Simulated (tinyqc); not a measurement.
# Polarisation charge from two barrier thicknesses

Problem. Voff = phiB - dEc - q sigma d/(eps0 eb). Find sigma, phiB - dEc and the thickness at which Voff = 0.

Constants: q = 1.602176634e-19 C, eps0 = 8.8541878128e-14 F/cm where lengths are in cm. Results are converted to the units shown.

Voff at d = 13 and 27 nm (V): [-2.3163726, -5.5953584]
eb = 9.4329000

Solution. Voff is a straight line in d: its slope is -q sigma/(eps0 eb) and its intercept phiB - dEc.

sigma = 1.22e13 cm^-2
phiB - dEc = 0.728 V
thickness for Voff = 0 = 3.11 nm

Computed by the program tinyqc: `OMP_NUM_THREADS=1 python tinyqc.py 2180062 2180063 out.jsonl`, one thread of a shared Intel Xeon 2.30GHz, about 0.01 s for the whole run.
